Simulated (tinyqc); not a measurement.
Temperatures in a stack of 3 dies with leakage feedback: one step of the calculation.

One-dimensional heat flow to a sink below die 0. The power of each die is released in a plane at its top; from the plane of die j > 0 heat crosses its silicon (ts), a bond layer and the wiring of die j - 1; from die 0 it crosses t0, paste and sink. Copper shares the path through bond and wiring in parallel: k_eff = fm km + (1 - fm) k. Silicon is taken at the temperature of the plane above it. Leakage is P_l exp((T - 350 K)/Tl).

Task. Resistances per area at 300 K. R = thickness/conductivity for each layer.

Inputs (values chosen for the exercise); conductivities of the order met in silicon, wiring layers, bonds and pastes: conductivity of silicon at 300 K k0 = 146 W/(m K); thickness of a thinned die ts = 100 um; thickness of the die next to the sink t0 = 300 um; thickness of the wiring layers tb = 12 um; conductivity of the wiring layers kb = 2.2 W/(m K); thickness of a bond layer tg = 10 um; conductivity of the bond dielectric kg = 1.3 W/(m K); area share of copper through bond and wiring fm = 0; conductivity of copper km = 390 W/(m K); paste and lid Rt = 0.06 K cm^2/W; heat sink Rs = 0.51 K cm^2/W.

Wanted: thick die; thinned die; k_eff of the bond; k_eff of the wiring; bond plus wiring; paste plus sink.

Result.

thick die = 0.020548 K cm^2/W
thinned die = 0.0068493 K cm^2/W
k_eff of the bond = 1.3000 W/(m K)
k_eff of the wiring = 2.2000 W/(m K)
bond plus wiring = 0.13147 K cm^2/W
paste plus sink = 0.57000 K cm^2/W

Program tinyqc, `OMP_NUM_THREADS=1 python tinyqc.py 2162114 2162115 out.jsonl`; Intel Xeon 2.30GHz, shared host, one thread, about 0.03 s.
